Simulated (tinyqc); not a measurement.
# Fully depleted semiconductor-on-insulator film with two gates, non-linear Poisson equation by Newton steps: what changes with what

One dimension across the film, front interface at x = 0, back interface at x = ts. psi is counted from the intrinsic level, n = ni exp(psi/Vt) (source grounded), holes neglected, acceptors ionised. Gates act through Cox = eps0 eox/tox and Cbox = 3.9 eps0/tb with potentials G1 = Vg - (phiM - chi - Vt ln(Nc/ni)) and G2 = Vb - (phiB - chi - Vt ln(Nc/ni)). Classical Boltzmann densities, no interface charge, no depletion in the back plane.

Values chosen for this exercise; band and dielectric values close to those of silicon: temperature T = 300 K; band gap Eg = 1.1 eV; relative permittivity eps_r = 11.7; conduction-band density of states at T Nc = 2.78e19 cm^-3; valence-band density of states at T Nv = 2.64e19 cm^-3; electron affinity chi = 4.09 eV; relative permittivity of the gate insulator (close to hafnium oxide) eox = 21.4; insulator thickness tox = 2.7 nm; film thickness ts = 6.4 nm; buried-oxide thickness (eps_r 3.9) tb = 69 nm; acceptor density of the film Na = 4.1e16 cm^-3; work function of the front gate phiM = 4.31 eV; work function of the back plane phiB = 4.14 eV; back-gate voltage Vb = 0 V.

Constants: q = 1.602176634e-19 C, kB = 1.380649e-23 J/K, Vt = kB T/q, eps0 = 8.8541878128e-14 F/cm where lengths are in cm. Results are converted to the units shown.

Each table varies one quantity; the others keep the values above.

## Charge against front-gate voltage

ni = sqrt(Nc Nv) exp(-Eg/(2 Vt)), Eg in volts. The Poisson equation eps0 eps_r d2psi/dx2 = q (n + Na), with -eps0 eps_r dpsi/dx = Cox (G1 - psi) at x = 0 and eps0 eps_r dpsi/dx = Cbox (G2 - psi) at x = ts, is solved on 300 equal intervals with half boxes at both ends; N_inv is the trapezoid sum of n. Swing = ln 10/(d ln N_inv/dVg); the last column is (dN_inv/dVb)/(dN_inv/dVg).

Charge against front-gate voltage:

| Vg (V) | psi front (V) | psi back (V) | N_inv (cm^-2) | centroid/ts | swing (mV/decade) | q dN_inv/dVg over Cox | back/front leverage |
|---|---|---|---|---|---|---|---|
| -0.31 | 0.0234 | 0.0364 | 3.18e4 | 0.542 | 60.9 | 2.75e-8 | 0.0236 |
| -0.16 | 0.172 | 0.181 | 9.23e6 | 0.528 | 60.9 | 7.97e-6 | 0.0231 |
| -0.01 | 0.321 | 0.325 | 2.67e9 | 0.513 | 61.2 | 0.00229 | 0.0226 |
| 0.14 | 0.462 | 0.446 | 3.76e11 | 0.447 | 102 | 0.194 | 0.0191 |
| 0.29 | 0.552 | 0.475 | 3.01e12 | 0.257 | 272 | 0.582 | 0.0113 |
| 0.44 | 0.598 | 0.479 | 7.55e12 | 0.158 | 514 | 0.771 | 0.00899 |
| 0.59 | 0.625 | 0.481 | 1.29e13 | 0.113 | 797 | 0.852 | 0.00822 |
| 0.74 | 0.644 | 0.481 | 1.87e13 | 0.0879 | 1.10e3 | 0.893 | 0.00786 |
| 0.89 | 0.658 | 0.482 | 2.46e13 | 0.0723 | 1.41e3 | 0.917 | 0.00767 |

N_inv passes 1e11 cm^-2 at Vg = 0.0911 V. The swing starts at 60.9 mV a decade, against (1 + k) Vt ln 10 = 59.9 for a front channel with k = Cs Cbox/(Cox (Cs + Cbox)) = 0.00692, Cs = eps0 eps_r/ts; above threshold this column is no longer a subthreshold swing. The centroid falls from 0.542 to 0.0723 of ts and the leverage of the back gate falls from 0.0236 to 0.00767. For Vg = 0.29, 0.44, 0.59, 0.74, 0.89 the density at an interface exceeds 0.3 Nc, where Boltzmann statistics fail. For Vg = -0.31, 0.14, 0.29, 0.44, 0.59, 0.74, 0.89 the classical centroid lies within 3 nm of an interface, where confinement, left out, would push it away.

## Threshold and coupling against the back-gate voltage

VT is the Vg for N_inv = 1e11 cm^-2; -dVT/dVb from the linearised equation. Limits with Cs = eps0 eps_r/ts: front channel Cs Cbox/(Cox (Cs + Cbox)), back channel Cbox (Cox + Cs)/(Cox Cs). Swing at N_inv = 1e8 cm^-2.

The same in every row: front-channel limit = 0.00692; back-channel limit = 0.0380.

Result of one run:

| Vb (V) | VT (V) | centroid/ts at VT | -dVT/dVb | swing (mV/decade) |
|---|---|---|---|---|
| 8 | -0.148 | 0.892 | 0.0345 | 61.6 |

What becomes of these results when the back-gate voltage Vb is changed from 8 to -4 V, all else the same?

Result of the changed run:

| Vb (V) | VT (V) | centroid/ts at VT | -dVT/dVb | swing (mV/decade) |
|---|---|---|---|---|
| -4 | 0.157 | 0.201 | 0.0129 | 60.3 |

The whole series:

| Vb (V) | VT (V) | centroid/ts at VT | -dVT/dVb | swing (mV/decade) |
|---|---|---|---|---|
| -8 | 0.202 | 0.106 | 0.0101 | 60.1 |
| -6 | 0.181 | 0.140 | 0.0111 | 60.2 |
| -4 | 0.157 | 0.201 | 0.0129 | 60.3 |
| -2 | 0.129 | 0.314 | 0.0162 | 60.6 |
| 0 | 0.0911 | 0.489 | 0.0214 | 60.9 |
| 2 | 0.0425 | 0.669 | 0.0270 | 61.2 |
| 4 | -0.0159 | 0.790 | 0.0310 | 61.4 |
| 6 | -0.0805 | 0.856 | 0.0333 | 61.6 |
| 8 | -0.148 | 0.892 | 0.0345 | 61.6 |

As Vb goes from -8 to 8, VT falls from 0.202 to -0.148 V, the centroid rises from 0.106 to 0.892 of ts and -dVT/dVb rises from 0.0101 to 0.0345. The coupling covers 10.2 % of the way from the front-channel to the back-channel limit in the first row and 88.6 % in the last.

Range of the model: In so thin a film or at such density quantum confinement moves the charge away from the interfaces and raises the threshold.

tinyqc, about 0.4 s, one thread, Intel Xeon 2.30GHz (shared host): `OMP_NUM_THREADS=1 python tinyqc.py 2190074 2190075 out.jsonl`
